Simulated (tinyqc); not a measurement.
## Energy and delay of logic against supply voltage: energy and delay against supply voltage

One expression serves below and above threshold: I(Vg) = Ik [ln(1 + exp((Vg - VT + dd V)/(al nf Vt)))]^al, with I_on = I(V) and I_off = I(0). Gate delay td = kd C V/I_on, clock period LD td. Per gate and cycle the switching energy is act C V^2 and the leakage energy I_off V LD td. No short-circuit current, no variation. Minima are sought above 0.09 V; below a few Vt gates no longer switch and the model has no meaning.

EDP = energy times td.

Values chosen for this exercise; values of the order met in logic technologies:
- T = 250 K (temperature)
- VT = 0.27 V (threshold voltage at zero drain bias)
- nf = 1.16 (slope factor)
- dd = 0.08 (barrier lowering per volt of supply)
- Ik = 0.63 uA (specific current of a gate)
- al = 1.71 (exponent of the current law)
- C = 0.31 fF (load capacitance of a gate)
- kd = 0.8 (delay factor)
- LD = 16 (logic depth)
- act = 0.2 (activity factor)

Constants: q = 1.602176634e-19 C, kB = 1.380649e-23 J/K, Vt = kB T/q. Results are converted to the units shown.

Result of one run:
```
V (V)  I_on (uA)  I_off (nA)  td (ps)  switching (aJ)  leakage (aJ)  energy (aJ)  EDP (fJ ps)
0.85      65.845     0.19302   3.2015          44.795     0.0084040       44.803      0.14344
```

What becomes of these results when the supply voltage V is changed from 0.85 to 0.62 V, all else the same?

Result of the changed run:
```
V (V)  I_on (uA)  I_off (nA)  td (ps)  switching (aJ)  leakage (aJ)  energy (aJ)  EDP (fJ ps)
0.62      28.808    0.092678   5.3374          23.833     0.0049070       23.838      0.12723
```

The whole series:
```
V (V)  I_on (uA)  I_off (nA)  td (ps)  switching (aJ)  leakage (aJ)  energy (aJ)  EDP (fJ ps)
0.15   0.0078296    0.020644   4751.2          1.3950       0.23540       1.6304       7.7463
0.27     0.60593    0.030297   110.51          4.5198      0.014464       4.5343      0.50107
0.38      4.9089    0.043061   19.198          8.9528     0.0050261       8.9578      0.17197
0.5       14.743    0.063179   8.4110          15.500     0.0042512       15.504      0.13041
0.62      28.808    0.092678   5.3374          23.833     0.0049070       23.838      0.12723
0.73      44.958     0.13165   4.0269          33.040     0.0061920       33.046      0.13307
0.85      65.845     0.19302   3.2015          44.795     0.0084040       44.803      0.14344
0.97      89.934     0.28289   2.6749          58.336      0.011744       58.348      0.15607
1.08      114.69     0.40143   2.3354          72.317      0.016200       72.333      0.16893
1.2       144.47     0.58774   2.0599          89.280      0.023245       89.303      0.18395
```

td falls from 4750 to 2.06 ps; the energy rises from 1.63 to 89.3 aJ and the EDP goes from 7.75 through a minimum of 0.127 (at V = 0.62 V among the rows listed) to 0.184 fJ ps. The exact minima lie at V = 0.107 V for the energy and 0.581 V for the EDP. Going from 1.2 V to the energy minimum saves a factor of 66.1 in energy and costs a factor of 10100 in delay.

tinyqc, about 0.01 s, one thread, Intel Xeon 2.30GHz (shared host): `OMP_NUM_THREADS=1 python tinyqc.py 2082115 2082116 out.jsonl`
